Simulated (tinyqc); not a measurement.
Extrapolating accelerated tests: lateral field, substrate current, probability of reaching the oxide barrier and hot-carrier lifetime of a silicon transistor (pseudo-two-dimensional and lucky-electron models). Computed by tinyqc, a small Python program. Command: `OMP_NUM_THREADS=1 python tinyqc.py 3010759 3010760 out.jsonl hotcar walk`. One thread of a shared host (Intel(R) Xeon(R) Processor @ 2.30GHz), about 0.06 s of CPU time with the checks.

Local-field models: a lucky carrier gains its energy at the peak field over a path free of collisions. Voltages are magnitudes.

Inputs (values chosen for the exercise, modelled on a silicon n-channel):

| quantity | value | unit |
|---|---|---|
| channel length L | 370 | nm |
| oxide thickness t | 6.9 | nm |
| junction depth x_j | 84 | nm |
| mobility mu | 360 | cm^2/(V s) |
| saturation velocity v_s | 0.79 | 1e7 cm/s |
| threshold voltage V_T | 0.53 | V |
| gate voltage V_G | 2 | V |
| drain voltage V_D | 4.3 | V |
| ionisation prefactor A_i | 2.2e+06 | 1/cm |
| ionisation field B_i | 1.77 | MV/cm |
| hot-carrier mean free path lambda | 7.9 | nm |
| oxide barrier phi_b | 3.1 | eV |
| interface-trap threshold phi_it | 3.8 | eV |
| lifetime constant H | 1000 | s microampere/micrometre |
| length of the depleted extension L_n | 53 | nm |

Drain: lightly doped extension.

Constants: eps_0 = 8.8541878128e-12 F/m.

Method:
- C_ox = 3.9 eps_0/t; F_sat = 2 v_s/mu; V_Dsat = V_ov F_sat L/(V_ov + F_sat L), V_ov = V_G - V_T; I_D/W = C_ox v_s (V_ov - V_Dsat).
- Scale length l = 0.22 t^(1/3) x_j^(1/2) (all in cm); F_m = sqrt(((V_D - V_Dsat)/l_e)^2 + F_sat^2), with l_e = l + L_n; length of the velocity-saturated region l_e ln((V_D - V_Dsat)/(l_e F_sat) + F_m/F_sat).
- Substrate current I_sub/I_D = (A_i/B_i)(V_D - V_Dsat) exp(-B_i/F_m); probability of reaching the oxide barrier exp(-phi_b/(e lambda F_m)); lifetime tau = (H/(I_D/W)) exp(phi_it/(e lambda F_m)).
- V_10 solves tau = 3.156e8 s at the given V_G. The extrapolation fits ln(tau) against 1/V_D at 1, 1.08, 1.16 and 1.25 times the given V_D (rounded to 3 digits) by least squares and reads off the same tau.

V_Dsat = 0.771559 V

Stress points:

| V_D (V) | 1/V_D (1/V) | tau (s) |
|---|---|---|
| 4.30 | 0.23256 | 9.4082e+06 |
| 4.64 | 0.21552 | 2.6222e+06 |
| 4.99 | 0.20040 | 8.6892e+05 |
| 5.38 | 0.18587 | 3.0816e+05 |

ten-year drain voltage V_10 = 3.6080 V

V_10 from the 1/V_D extrapolation = 3.5624 V

What follows from these numbers?

The extrapolation is 46 mV below the true value: ln(tau) is nearly linear in 1/(V_D - V_Dsat), not in 1/V_D, so the straight line errs on the safe side when one extrapolates down. At V_10 the available energy e V_D is below phi_it, so the model understates the lifetime there.

Extremes, crossings and ranges named in words are read from the listed rows.
